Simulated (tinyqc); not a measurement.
Metal gate on a two-layer dielectric stack with fixed charge and a dipole: one step of the calculation.

Gate, layer 2, layer 1, p-type semiconductor; x runs from the gate inwards. Charges are counted in units of +q. psi is the band bending at the surface, positive towards inversion. Classical charge, Boltzmann statistics, no interface traps.

Task. Fields and voltage drops. EOT = 3.9 (t1/e1 + t2/e2), Cox = eps0/(t1/e1 + t2/e2); phi_ms = pM - (chi + Eg - Vt ln(Nv/Na)).

Gauss: D = -Qs just inside the semiconductor; going towards the gate subtract q Q1, then q r1 t1, q Q2 and q r2 t2. Field = D/(eps0 e); the drop over a layer is its mean field times its thickness; Vg = phi_ms + Vd + psi + both drops.

Values chosen for this exercise; band and dielectric values close to those of silicon, layer 1 close to silicon dioxide, layer 2 close to hafnium oxide:
- T = 350 K (temperature)
- Eg = 1.12 eV (band gap)
- eps_r = 11.7 (relative permittivity)
- Nv = 3.38e19 cm^-3 (valence-band density of states at T)
- chi = 4.11 eV (electron affinity)
- Na = 2.7e18 cm^-3 (acceptor density)
- pM = 4.92 eV (work function of the gate metal)
- t1 = 0.4 nm (thickness of layer 1, next to the semiconductor)
- e1 = 4.02 (relative permittivity of layer 1)
- t2 = 4.1 nm (thickness of layer 2, next to the gate)
- e2 = 22.3 (relative permittivity of layer 2)
- Q1 = 2.3e11 cm^-2 (fixed charge at the semiconductor interface)
- Q2 = 2e11 cm^-2 (fixed charge between the layers)
- r1 = 0 cm^-3 (uniform charge density in layer 1)
- r2 = 0 cm^-3 (uniform charge density in layer 2)
- Vd = 0.15 V (flat-band shift by a dipole layer between the layers)
- ps = 1.136 V (band bending psi of the working point)

Constants: q = 1.602176634e-19 C, kB = 1.380649e-23 J/K, Vt = kB T/q, eps0 = 8.8541878128e-14 F/cm where lengths are in cm. Results are converted to the units shown.

Qs = -2.8954407 uC/cm^2

Wanted: D; field; drop over layer 2; drop over layer 1; Vg.

Result.

| place | D (uC/cm^2) | field (MV/cm) |
|---|---|---|
| layer 2, gate side | 2.827 | 1.432 |
| layer 2, inner side | 2.827 | 1.432 |
| layer 1, outer side | 2.859 | 8.031 |
| layer 1, semiconductor side | 2.859 | 8.031 |
| semiconductor surface | 2.895 | 2.795 |

drop over layer 2 = 0.5869 V
drop over layer 1 = 0.3212 V
Vg = 1.960 V

The same Vg follows from Vfb + psi - Qs/Cox. The largest field, 8.03 MV/cm in size, is at: layer 1, outer side.

Range of the model: At the working point ps the carrier density at the surface is 21 times the band density of states, where degeneracy and quantisation, left out here, matter.

Computed by the program tinyqc: `OMP_NUM_THREADS=1 python tinyqc.py 2010003 2010004 out.jsonl`, one thread of a shared Intel Xeon 2.30GHz, about 0.01 s for the whole run.
